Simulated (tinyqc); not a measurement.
## Non-linearity against on/off ratio

Worst-case read of an N x N array without selectors, ideal wires, unselected lines floating and all unselected cells in the low state with resistance K Ron: the sneak path is Rsn = K Ron [2/(N - 1) + 1/(N - 1)^2], in parallel with the selected cell Rc. A sense resistor Ron to ground gives Vout = Vr Ron/(Ron + Rc Rsn/(Rc + Rsn)); margin = [Vout(Rc = Ron) - Vout(Rc = ra Ron)]/Vr. Here N = 8; the columns give the margin for ra = 3, 20 and 500.

Results:
```
K	Rsn/Ron	margin, ra = 3 (%)	margin, ra = 20 (%)	margin, ra = 500 (%)
1	0.3061	2.752	4.179	4.439
3	0.9184	8.910	14.38	15.45
10	3.061	17.26	29.66	32.28
30	9.184	21.92	38.87	42.60
300	91.84	24.66	44.53	49.00
1000	306.1	24.90	45.02	49.56
3000	918.4	24.97	45.17	49.72
```

Estimate the missing row, K = 100.

Computed row:
```
K	Rsn/Ron	margin, ra = 3 (%)	margin, ra = 20 (%)	margin, ra = 500 (%)
100	30.61	24.01	43.17	47.45
```

With this row back in the table: At K = 1 the margin is 2.75 % for ra = 3 and 4.44 % for ra = 500: an on/off ratio 167 times larger gains a factor of only 1.61, because the sneak path (0.31 Ron) shunts the cell. Raising K to 3000 lifts the margin at ra = 20 from 4.18 to 45.2 %.

tinyqc, about 0.02 s, one thread, Intel Xeon 2.30GHz (shared host): `OMP_NUM_THREADS=1 python tinyqc.py 2880063 2880064 out.jsonl`
